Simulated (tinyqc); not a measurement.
Inside a calculation. Method: CISD on RHF in the 3-21g basis, for H-, spin multiplicity 1. The basis has no diffuse functions, so it cannot describe the extra electron: this is an exercise in the method, not the real anion. One step of it, computed by the program tinyqc.

Problem. CISD: determinants and Hamiltonian. Slater-Condon rules over spin orbitals, with the nuclear repulsion added and E(HF) subtracted on the diagonal. Only determinants linked to the reference directly or through others are kept (one block of an abelian symmetry group), so some states are absent.

one-electron integrals over orbitals h = C^T H C (hartree):
```
,1,2
1,-0.477790,-0.139972
2,-0.139972,0.568075
```

Two-electron integrals over orbitals (pq|rs), unique and non-zero (hartree):
```
p,q,r,s,(pq|rs)
1,1,1,1,0.555159
2,1,1,1,0.139972
2,1,2,1,0.137755
2,2,1,1,0.620272
2,2,2,1,0.250869
2,2,2,2,0.823223
```

nuclear repulsion = 0 hartree

Hartree-Fock energy = -0.40042020 hartree

Give: determinants; H - E(HF) between determinants.

Solution.

Occupation strings over the orbitals (2 doubly, a alpha, b beta, 0 empty; spin orbitals ordered 1a 1b 2a 2b ...): 20 ab ba 02

H - E(HF) between determinants (hartree), lower triangle:
```
,20,ab,ba,02
20,0.0000
ab,0.0000,1.1110
ba,0.0000,-0.1378,1.1110
02,0.1378,0.1109,-0.1109,2.3598
```
